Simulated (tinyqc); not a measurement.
Ground states by the convex hull: cluster expansion of a binary alloy: correlations, fit, cross-validation and ground states. Computed by tinyqc, a small Python program. Command: `OMP_NUM_THREADS=1 python tinyqc.py 3019468 3019469 out.jsonl clex walk`. One thread of a shared host (Intel(R) Xeon(R) Processor @ 2.30GHz), about 0.06 s of CPU time with the checks.

s = +1 for A and -1 for B. Energy per site E = J0 + J1 P(point) + sum over clusters of m V P, with P the mean product of spins; V > 0 on a pair favours unlike neighbours. Clusters per site m: pair 1 2, pair 2 2, pair 3 2, triplet 4; the triplet is two first-neighbour bonds at a right angle. Formation energies are counted from the line between pure A and pure B, which removes J0 and J1.

Inputs (values chosen for the exercise, for a model alloy): first-pair interaction V1 = 17.9 meV; second-pair interaction V2 = -6.9 meV; third-pair interaction V3 = 2.7 meV; triplet interaction Vt = -2.5 meV; noise amplitude = 3.4 meV/site.

Lattice: square.

Method:
- Design matrix of formation energies: m (P - 1) for pairs and m (P(triplet) - P(point)) for the triplet; x = (1 - P(point))/2.
- Exact: X V with V = (V1, V2, V3, Vt). The data to fit add the noise amplitude times the normal numbers, standing for what the clusters leave out.
- Leave out pair 3: A = X^T X and b = X^T E (E being the data with noise) over these three columns; solve A V = b. The root-mean-square error runs over the structures between the pure ends.
- Height above the hull = E less the lowest straight line between two structures that bracket x (or the lowest structure at the same x). The three-term fit is X V with the fitted values.

correlations P, counted on periodic cells, rows A, A3B p(2x2), A3B c(4x2), A2B diagonal rows, A2B rows, AB c(2x2), AB p(2x1), A2B2 rows, AB2 diagonal rows, AB2 rows, AB3 p(2x2), AB3 c(4x2), B, columns point, pair 1, pair 2, pair 3, triplet:
```
[[1.00000, 1.00000, 1.00000, 1.00000, 1.00000],
 [0.50000, 0.00000, 0.00000, 1.00000, -0.50000],
 [0.50000, 0.00000, 0.00000, 0.50000, -0.50000],
 [0.33333, -0.33333, 0.33333, -0.33333, -0.33333],
 [0.33333, 0.33333, -0.33333, 0.33333, 0.33333],
 [0.00000, -1.00000, 1.00000, 1.00000, 0.00000],
 [0.00000, 0.00000, -1.00000, 1.00000, 0.00000],
 [0.00000, 0.50000, 0.00000, 0.00000, 0.00000],
 [-0.33333, -0.33333, 0.33333, -0.33333, 0.33333],
 [-0.33333, 0.33333, -0.33333, 0.33333, -0.33333],
 [-0.50000, 0.00000, 0.00000, 1.00000, 0.50000],
 [-0.50000, 0.00000, 0.00000, 0.50000, 0.50000],
 [-1.00000, 1.00000, 1.00000, 1.00000, -1.00000]]
```

standard normal numbers for the noise (0 for the pure ends): A 0.000, A3B p(2x2) -0.432, A3B c(4x2) -1.393, A2B diagonal rows 0.312, A2B rows -0.013, AB c(2x2) 1.450, AB p(2x1) 0.298, A2B2 rows -0.830, AB2 diagonal rows -1.596, AB2 rows 0.613, AB3 p(2x2) -0.318, AB3 c(4x2) -0.074, B 0.000

X, rows A, A3B p(2x2), A3B c(4x2), A2B diagonal rows, A2B rows, AB c(2x2), AB p(2x1), A2B2 rows, AB2 diagonal rows, AB2 rows, AB3 p(2x2), AB3 c(4x2), B, columns pair 1, pair 2, pair 3, triplet:
```
[[0.00000, 0.00000, 0.00000, 0.00000],
 [-2.00000, -2.00000, 0.00000, -4.00000],
 [-2.00000, -2.00000, -1.00000, -4.00000],
 [-2.66667, -1.33333, -2.66667, -2.66667],
 [-1.33333, -2.66667, -1.33333, 0.00000],
 [-4.00000, 0.00000, 0.00000, 0.00000],
 [-2.00000, -4.00000, 0.00000, 0.00000],
 [-1.00000, -2.00000, -2.00000, 0.00000],
 [-2.66667, -1.33333, -2.66667, 2.66667],
 [-1.33333, -2.66667, -1.33333, 0.00000],
 [-2.00000, -2.00000, 0.00000, 4.00000],
 [-2.00000, -2.00000, -1.00000, 4.00000],
 [0.00000, 0.00000, 0.00000, 0.00000]]
```

fitted V1, V2, Vt (meV): [18.3716, -5.8200, -2.4720]

exact energies (meV/site): A 0.0000, A3B p(2x2) -12.0000, A3B c(4x2) -14.7000, A2B diagonal rows -39.0667, A2B rows -9.0667, AB c(2x2) -71.6000, AB p(2x1) -8.2000, A2B2 rows -9.5000, AB2 diagonal rows -52.4000, AB2 rows -9.0667, AB3 p(2x2) -32.0000, AB3 c(4x2) -34.7000, B 0.0000

root-mean-square error of the three-cluster fit = 4.83380 meV/site

Hull among these structures (meV/site):
```
structure               x  exact E  above hull  fitted E  above hull, fit
A                  0.0000    0.000       0.000     0.000            0.000
A3B p(2x2)         0.2500  -12.000      23.800   -15.215           21.528
A3B c(4x2)         0.2500  -14.700      21.100   -15.215           21.528
A2B diagonal rows  0.3333  -39.067       8.667   -34.639           14.352
A2B rows           0.3333   -9.067      38.667    -8.975           40.016
AB c(2x2)          0.5000  -71.600       0.000   -73.486            0.000
AB p(2x1)          0.5000   -8.200      63.400   -13.463           60.023
A2B2 rows          0.5000   -9.500      62.100    -6.732           66.755
AB2 diagonal rows  0.6667  -52.400       0.000   -47.823            1.168
AB2 rows           0.6667   -9.067      43.333    -8.975           40.016
AB3 p(2x2)         0.7500  -32.000       7.300   -34.991            1.752
AB3 c(4x2)         0.7500  -34.700       4.600   -34.991            1.752
B                  1.0000    0.000       0.000     0.000            0.000
```

lowest exact formation energy = -71.6 meV/site

What follows from these numbers?

On the exact hull: A, AB c(2x2), AB2 diagonal rows, B. The fit finds A, AB c(2x2), B instead; its root-mean-square error is 4.83 meV. A structure at zero height may lie on a tie line without being a vertex, and structures outside this list could lie lower.

Extremes, crossings and ranges named in words are read from the listed rows.
